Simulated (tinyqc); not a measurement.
## Offset from the accumulated charge

Inverse problem. Layer 1 (x < 0) accumulates electrons and layer 2 (x > 0) is depleted. Boltzmann statistics. Sheet densities from the first integral: Q1 = sqrt((2 eps0 eps_r Vt N1/q)(exp(u1) - u1 - 1)) extra electrons, Q2 = sqrt((2 eps0 eps_r Vt N2/q)(exp(-u2) + u2 - 1)) missing ones, u = V/Vt; neutrality Q1 = Q2 + si. V1 + V2 = dE + Vt ln[(N2/Nc2)/(N1/Nc1)]. Find V1, V2 and dE.

Values chosen for this exercise; values of the order of III-V alloys:
```
symbol   value   unit                                      meaning
T          300      K                                  temperature
eps_r     13.4                relative permittivity of both layers
Nc1     4.8e17  cm^-3  density of states of the narrow-gap layer 1
Nc2     7.7e17  cm^-3    density of states of the wide-gap layer 2
N1        4e15  cm^-3                     donor density in layer 1
N2      2.5e16  cm^-3                     donor density in layer 2
si           0  cm^-2                fixed charge at the interface
```

Constants: q = 1.602176634e-19 C, kB = 1.380649e-23 J/K, Vt = kB T/q, eps0 = 8.8541878128e-14 F/cm where lengths are in cm. Results are converted to the units shown.

Q1 = 2.4460135e11 cm^-2

Answer. Each sheet density rises steadily with its bending, so Q1 fixes V1 and Q2 = Q1 - si fixes V2.

V1 = 0.09774 V
V2 = 0.1874 V
dE = 0.2500 eV

Program tinyqc, `OMP_NUM_THREADS=1 python tinyqc.py 2410103 2410104 out.jsonl`; Intel Xeon 2.30GHz, shared host, one thread, about 0.1 s.
